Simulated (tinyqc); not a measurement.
What moves the results: valley splitting in a one-orbital chain of atomic planes (second-neighbour model). A value that a table varies takes the place of the one given here.

Each (001) plane carries one orbital with energy e0, hopping v to the next plane and u to the second: E(phi) = e0 + 2 v cos(phi) + 2 u cos(2 phi), where phi = pi - k a/4 (the sign of every second orbital is chosen so that v > 0, which shifts the phase by pi). The minimum lies at cos(phi0) = -v/(4u), phi0 = pi - (pi/2) k0 for a valley at k0 (2 pi/a), and e0 puts it at zero. A slab of N planes has hard walls: the matrix simply ends.

A well of Nw planes between barriers of 40 planes each (as of a SiGe alloy, taken as an offset alone). With x = j - 39.5 for plane j = 0, 1, ..., the potential is V0 (f(x) + f(Nw - x)) + F (j - 40) a/4, f(y) = 1/(1 + exp(y/L)), a step for L = 0; L is in planes, 4 L is about the distance over which f goes from 0.88 to 0.12, and 1 MV/m = 1e-4 V/angstrom.

Constants: hbar^2/2m0 = 3.80998211 eV angstrom^2.

Inputs chosen for the exercise (near those of the Delta valleys of silicon; abrupt walls in this chain split the valleys several times more than measured wells; not measured data): a = 5.44 angstrom (lattice constant; planes lie a/4 apart); ml = 0.919 m0 (longitudinal mass); N0 = 31 (first number of planes); Nf = 120 (planes in the thick slab); V0 = 0.15 eV (barrier height); F = 10 MV/m (field); Nw = 71 (planes in the well); k0 = 0.834 2 pi/a (position of the valley).

## Splitting against the number of planes

u = 0.600259 eV
v = 0.619005 eV
e0 = 1.360103 eV
phi0 = 1.831549 rad

Ten slabs from N0 on, of thickness (N - 1) a/4 between the outer planes. Effective mass: E1 = (c/ml)(pi/W)^2 with W = (N + 2) a/4: the amplitude vanishes on two missing planes at each end, and the envelope has its nodes N + 2 spacings apart. Large-N estimate of the splitting: 16 pi^2 u |sin(phi0) sin((N + 2) phi0)|/(N + 2)^3.

Doublet (meV):

| N | thickness (angstrom) | mean level | effective mass | splitting | estimate |
|---|---|---|---|---|---|
| 31 | 40.80 | 20.27 | 20.31 | 1.800 | 1.739 |
| 32 | 42.16 | 19.08 | 19.14 | 1.150 | 1.236 |
| 33 | 43.52 | 18.04 | 18.06 | 2.055 | 2.042 |
| 34 | 44.88 | 17.02 | 17.07 | 0.002 | 0.074 |
| 35 | 46.24 | 16.15 | 16.16 | 1.741 | 1.763 |
| 36 | 47.60 | 15.29 | 15.32 | 0.823 | 0.776 |
| 37 | 48.96 | 14.52 | 14.54 | 1.094 | 1.135 |
| 38 | 50.32 | 13.81 | 13.83 | 1.228 | 1.208 |
| 39 | 51.68 | 13.13 | 13.16 | 0.356 | 0.399 |
| 40 | 53.04 | 12.54 | 12.54 | 1.232 | 1.235 |

The mean level falls smoothly, from 20.3 to 12.5 meV, within 0.4 % of the effective-mass value. The splitting swings between 0.002 (N = 34) and 2.055 meV (N = 33): one plane more or less changes the phase between the two walls by phi0 = 1.832 rad. The estimate misses the computed values by at most 0.086 meV.

## Splitting against the electric field

A thick slab in a field F: plane j = 0, 1, ... gains the energy F j a/4 (1 MV/m = 1e-4 V/angstrom), which presses the electron against the first wall. The exponent is the slope of ln(splitting) against ln F between 20 and 50 MV/m.

Doublet:

| F (MV/m) | mean level (meV) | splitting (meV) | splitting/F (meV per MV/m) |
|---|---|---|---|
| 1 | 7.89 | 0.1410 | 0.1410 |
| 2 | 12.43 | 0.2816 | 0.1408 |
| 5 | 22.62 | 0.7041 | 0.1408 |
| 10 | 35.47 | 1.4087 | 0.1409 |
| 20 | 55.42 | 2.8188 | 0.1409 |
| 30 | 71.79 | 4.2300 | 0.1410 |
| 50 | 99.19 | 7.0553 | 0.1411 |

exponent = 1.00

The splitting goes from 0.1410 to 7.0553 meV. At high field it grows as F^1.00: at a single hard wall it follows the squared slope of the envelope, which is proportional to F, while the level itself grows about as F^(2/3) (here F^0.64). A hard wall is the sharpest interface possible; real Si interfaces split several times less.

## Sharp and graded interfaces

The lowest doublet for several interface widths L.

Doublet:

| L (planes) | 4 L (angstrom) | mean level (meV) | splitting (micro-eV) |
|---|---|---|---|
| 0.00 | 0.00 | 31.18 | 1408.50 |
| 0.25 | 1.36 | 31.31 | 757.13 |
| 0.50 | 2.72 | 31.52 | 150.29 |
| 0.75 | 4.08 | 31.79 | 27.13 |
| 1.00 | 5.44 | 32.13 | 4.84 |
| 1.50 | 8.16 | 32.99 | 0.14 |
| 2.00 | 10.88 | 34.03 | 0.00 |

The mean level moves by +2.9 meV over the table, while the splitting falls from 1408.5 micro-eV at a step to 4.84 at L = 1 plane, a factor 291. Coupling the valleys needs the Fourier component of the potential at twice the valley wave vector, a period of a few planes, and grading removes it. Random alloy disorder, left out here, sets the splitting once this part is gone.

## What each parameter does

Step interfaces (L = 0). u, v, e0 follow from 8 u sin^2(phi0) = (2c/ml)/(a/4)^2, v = -4u cos(phi0), e0 = 2u + v^2/(4u), c = hbar^2/2m0. Each row changes one parameter from the base and keeps the others.

Results:

| case | mean level (meV) | splitting (micro-eV) |
|---|---|---|
| base | 31.18 | 1408.5 |
| k0 = 0.844 2 pi/a | 31.18 | 1402.7 |
| ml = 1.011 m0 | 30.26 | 1408.6 |
| V0 = 0.225 eV | 32.21 | 1408.6 |
| F = 20 MV/m | 46.49 | 2817.7 |
| Nw = 72 | 31.18 | 1408.5 |

The largest shifts from the base row, up to three for each result and ties (the steps differ in size, so this ranks the rows, not the parameters). mean level (meV): F +15.31, V0 +1.04, ml -0.92; unchanged at the printed digits by k0 and Nw. splitting (micro-eV): F +1409.2, k0 -5.8, V0 +0.1, ml +0.1; unchanged at the printed digits by Nw.

tinyqc: `OMP_NUM_THREADS=1 python tinyqc.py 1481927 1481928 out.jsonl`; about 0.02 s, one thread, shared Intel(R) Xeon(R) Processor @ 2.30GHz.
